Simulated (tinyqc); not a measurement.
Keating valence-force model of a tetrahedral crystal: one step, computed by the program tinyqc. Command: `OMP_NUM_THREADS=1 python tinyqc.py 3002903 3002904 out.jsonl keating walk`. One thread of a shared host (Intel(R) Xeon(R) Processor @ 2.30GHz), about 0.02 s of CPU time with the checks.

Atom A sits at 0 and atom B at a/4 (1,1,1) of an fcc lattice; the four bonds from A are t = a/4 (1,1,1), a/4 (1,-1,-1), a/4 (-1,1,-1), a/4 (-1,-1,1), of length d = sqrt(3) a/4. Energy: E = (3 alpha/(8 d^2)) sum over bonds (r.r - d^2)^2 + (3 beta/(8 d^2)) sum over pairs of bonds at one atom (r_i.r_j + d^2/3)^2, with beta_A for the six pairs at A and beta_B for the six at B. The cell holds two atoms, Omega = a^3/4. 1 N/m = 1 J/m^2. With constants fitted to the elastic moduli this model puts optical and zone-boundary frequencies of real crystals too high, by up to about 20 % in elemental crystals and up to about 50 % in compounds, and mostly by more for TA modes; in compounds the lattice part of the static dielectric constant then comes out too low.

Task: Dynamical matrix at q. With displacements u exp(i q.r), each bracket changes by g.u, where g = (g_A, g_B): bond t, g = (-2 t, 2 t exp(i q.t)); pair (i, j) at A, g = (-(t_i + t_j), t_i exp(i q.t_j) + t_j exp(i q.t_i)); pair at B, g = (-t_i exp(-i q.t_j) - t_j exp(-i q.t_i), t_i + t_j). Then D_mn = sum over the 4 bonds and 12 pairs of (4 k/a^2) conj(g_m) g_n / sqrt(M_m M_n), with k = alpha or beta converted to eV/angstrom^2. Only the short-range forces enter; the Coulomb field of the charges is left out.

Inputs (values chosen for the exercise, modelled on cubic gallium nitride):
```
quantity,value,unit
mass M_A,69.72,u
mass M_B,14.007,u
bond stretching alpha,79.4,N/m
bond bending beta_A,16.8,N/m
bond bending beta_B,16.8,N/m
```

Structure: zinc blende.

wave vector q (2 pi/a): [0.53, 0.39, 0.27]

Constants: 1 eV/angstrom^2 = 16.02176634 J/m^2.

Give: D(q).

Result:

D(q) (eV/(angstrom^2 u)):
```
,A x,A y,A z,B x,B y,B z
A x,0.3643,0.0141+0.0049i,0.0112+0.0107i,-0.3857+0.1345i,0.1939-0.1133i,0.1245-0.1764i
A y,0.0141-0.0049i,0.3557,0.0106+0.0048i,0.1939-0.1133i,-0.3857+0.1345i,0.0796-0.2758i
A z,0.0112-0.0107i,0.0106-0.0048i,0.3566,0.1245-0.1764i,0.0796-0.2758i,-0.3857+0.1345i
B x,-0.3857-0.1345i,0.1939+0.1133i,0.1245+0.1764i,1.8133,0.0701-0.0243i,0.0559-0.0532i
B y,0.1939+0.1133i,-0.3857-0.1345i,0.0796+0.2758i,0.0701+0.0243i,1.7705,0.0528-0.0240i
B z,0.1245+0.1764i,0.0796+0.2758i,-0.3857-0.1345i,0.0559+0.0532i,0.0528+0.0240i,1.7750
```
